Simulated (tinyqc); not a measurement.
Short-channel transistor, virtual-source model with series resistance: one step of the calculation.

The current per gate width is the charge at the top of the source barrier (the virtual source) times its velocity times a saturation function; al and be are fitting constants of the model. Units: I in uA/um, Rs in ohm um, so I Rs = 1e-6 I Rs in volts; Q in uC/cm^2, so I = 1e-4 Q vx0 Fsat with vx0 in cm/s.

Problem. What the series resistance costs. Intrinsic voltages Vg' = Vgs - I Rs, Vd' = Vds - 2 I Rs. n = n0 + nd Vd', VT = VT0 - dl Vd', Ff = 1/(1 + exp((Vg' - VT + al Vt/2)/(al Vt))), Q = Cinv n Vt ln(1 + exp((Vg' - VT + al Vt Ff)/(n Vt))), Vdsat = (vx0 L/mu)(1 - Ff) + Vt Ff, Fsat = u/(1 + u^be)^(1/be) with u = Vd'/Vdsat, and I = Q vx0 Fsat per width. I0 is the current for Rs = 0. Effective velocity I/Q; transit time L Q/I.

Values chosen for this exercise:
- T = 273 K (temperature)
- Cinv = 1.36 uF/cm^2 (inversion capacitance)
- vx0 = 9.44e6 cm/s (velocity at the virtual source)
- mu = 1200 cm^2/(V s) (apparent mobility)
- L = 16 nm (channel length)
- VT0 = 0.323 V (threshold at zero drain voltage)
- dl = 0.081 V/V (drain-induced barrier lowering)
- n0 = 1.18 (subthreshold factor)
- nd = 0.2 1/V (growth of n with drain voltage)
- al = 3.5 (threshold shift (in units of Vt) from weak to strong inversion)
- be = 1.4 (sharpness of saturation)
- Rs = 50 ohm um (series resistance of each contact)
- Vgs = 1 V (gate voltage)
- Vds = 0.05 V (drain voltage)

Constants: q = 1.602176634e-19 C, kB = 1.380649e-23 J/K, Vt = kB T/q. Results are converted to the units shown.

converged I = 414.09617 uA/um
I0 = 793.76386 uA/um

Wanted: loss against I0; effective velocity; transit time.

Solution.

loss against I0 = 47.83 %
effective velocity = 4.634e6 cm/s
transit time = 0.3452 ps

Numbers from tinyqc (`OMP_NUM_THREADS=1 python tinyqc.py 2380160 2380161 out.jsonl`; about 0.02 s on one thread of a shared Intel Xeon 2.30GHz).
